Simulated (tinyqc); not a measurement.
Optical constants across the spectrum: Lorentz oscillators and the Kramers-Kronig relations.

eps(E) = 1 + sum_j S_j/(E0_j^2 - E^2 - i G_j E).

n + i k = sqrt(eps1 + i eps2) with k >= 0; R = ((n - 1)^2 + k^2)/((n + 1)^2 + k^2) at normal incidence from vacuum; alpha = 2 E k/(hbar c), times 1e8 for 1/cm; loss function Im(-1/eps) = eps2/(eps1^2 + eps2^2).

Constants: hbar c = 1973.269805 eV angstrom.

Inputs chosen for the exercise:

| symbol | value | unit | meaning |
|---|---|---|---|
| E0 | (3.04, 6.28) | eV | resonances |
| G | (0.43, 1.32) | eV | widths |
| S | (20.2, 59.7) | eV^2 | strengths |

Spectrum:

| E (eV) | eps1 | eps2 | n | k | R | loss |
|---|---|---|---|---|---|---|
| 0.94 | 4.958 | 0.166 | 2.227 | 0.037 | 0.145 | 0.007 |
| 2.23 | 7.224 | 1.159 | 2.696 | 0.215 | 0.213 | 0.022 |
| 3.51 | -2.151 | 2.959 | 0.868 | 1.704 | 0.457 | 0.221 |
| 4.80 | 2.736 | 1.438 | 1.707 | 0.421 | 0.090 | 0.151 |
| 6.08 | 2.371 | 6.862 | 2.194 | 1.564 | 0.306 | 0.130 |
| 7.36 | -2.272 | 1.894 | 0.586 | 1.617 | 0.543 | 0.217 |
| 8.65 | -0.835 | 0.511 | 0.268 | 0.952 | 0.574 | 0.533 |
| 9.93 | -0.187 | 0.224 | 0.229 | 0.490 | 0.477 | 2.627 |
| 11.22 | 0.156 | 0.122 | 0.421 | 0.145 | 0.175 | 3.105 |
| 12.50 | 0.362 | 0.076 | 0.605 | 0.063 | 0.062 | 0.555 |
| 13.79 | 0.498 | 0.051 | 0.707 | 0.036 | 0.030 | 0.203 |
| 15.07 | 0.593 | 0.036 | 0.770 | 0.023 | 0.017 | 0.102 |

Among the energies listed the largest values are at (eV): eps2 6.08; n 2.23; k 3.51; R 8.65; loss 11.22. eps1 crosses zero at 3.08, 3.85, 6.31 and 10.54 eV; the last crossing is upward and marks the plasmon, against sqrt(sum S) = 8.94 eV for free electrons.

(tinyqc, `OMP_NUM_THREADS=1 python tinyqc.py 1682175 1682176 out.jsonl`, Intel(R) Xeon(R) Processor @ 2.30GHz, 1 thread, shared host, about 0.2 s.)
